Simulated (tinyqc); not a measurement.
Raising U: Hubbard chain of 3 sites, mean field against exact. Computed by the program tinyqc. 

one-body matrix (hopping and site energies) (eV):
```
         1        2        3
1   0.0000  -1.7900   0.0000
2  -1.7900   0.0000  -1.7900
3   0.0000  -1.7900   0.0000
```

electrons, up and down: 2  1

Collinear unrestricted mean field (the lowest of 40 random starts) against exact diagonalisation.

Exact and mean-field results (eV):
```
U          U/t   E exact  E mean field  mean |n_up - n_down|  double occupancy, exact  first gap in the sector
0.900    0.503  -4.52721      -4.50615                 0.367                    0.188                    2.406
1.790    1.000  -4.05174      -3.97092                 0.413                    0.168                    2.262
3.580    2.000  -3.25796      -2.98333                 0.556                    0.129                    1.948
5.370    3.000  -2.65878      -2.22463                 0.729                    0.096                    1.654
7.160    4.000  -2.21256      -1.72683                 0.837                    0.072                    1.408
10.740   6.000  -1.62305      -1.17582                 0.926                    0.042                    1.056
14.320   8.000  -1.26680      -0.88779                 0.958                    0.026                    0.832
21.480  12.000  -0.87129      -0.59457                 0.981                    0.013                    0.577
35.800  20.000  -0.53172      -0.35755                 0.993                 4.85e-03                    0.354
```

In absolute terms mean field is worst at U/t = 4.0, 0.486 eV too high: at small U it is nearly exact, and at large U it misses only exchange-scale energies. Relative to the exact energy its error is 0.5 % at the smallest U, 33 % at most and 33 % at the largest. The double occupancy falls from 0.188 to 0.005; at the largest U the first gap is 0.99 times the exchange scale 4t^2/U.
